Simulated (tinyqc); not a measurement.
## Voltage acceleration of oxide breakdown, four models on the same data: effect of the use temperature

Field E = V/tox in MV/cm. Models: ln(t63/1 s) = a - c X with X = E (E model), -1/E (1/E model), ln V (power law, c the exponent n) or sqrt(E).

With a and c fitted to the stress data, the voltage for ten years solves a - c X + ln(temperature factor times ks) = ln 3.15576e8; temperature factor exp[(Ea q/kB)(1/Tu - 1/Ts)].

Values chosen for this exercise:
- tox = 4.1 nm (oxide thickness)
- Ts = 373 K (stress temperature)
- Ea = 0.7 eV (activation energy)
- ks = 0.00063 (factor for area and percentile)

Constants: q = 1.602176634e-19 C, kB = 1.380649e-23 J/K. Results are converted to the units shown.

```
model         c         a
E       2.98802   45.3193
1/E     448.623  -28.4122
power   36.8002   67.8565
sqrt E  20.9992   82.0877
```

Results:
columns A: Tu (K); B: temperature factor; C: V for ten years, E (V); D: V for ten years, 1/E (V); E: V for ten years, power (V); F: V for ten years, sqrt E (V)
```
A          B      C      D      E      F
273     2914  3.617  3.883  3.776  3.705
328    19.84  2.932  3.513  3.297  3.142
358    2.490  2.647  3.379  3.116  2.922
378   0.7497  2.482  3.306  3.016  2.798
398   0.2546  2.334  3.243  2.929  2.689
423  0.07621  2.169  3.175  2.835  2.570
```

Estimate the missing row, Tu = 298 K.

Computed row:
columns A: Tu (K); B: temperature factor; C: V for ten years, E (V); D: V for ten years, 1/E (V); E: V for ten years, power (V); F: V for ten years, sqrt E (V)
```
A        B      C      D      E      F
298  240.1  3.274  3.688  3.528  3.418
```

With this row back in the table: The temperature factor falls from 2910 to 0.0762, and the allowed voltage by 40.0 % in the E model and 18.2 % in the 1/E model: the steeper a model is near use conditions, the less voltage a given factor in time costs.

Range of the model: All four laws are empirical fits; none is established far below the stress range.

Computed by the program tinyqc: `OMP_NUM_THREADS=1 python tinyqc.py 2070166 2070167 out.jsonl`, one thread of a shared Intel Xeon 2.30GHz, about 0.01 s for the whole run.
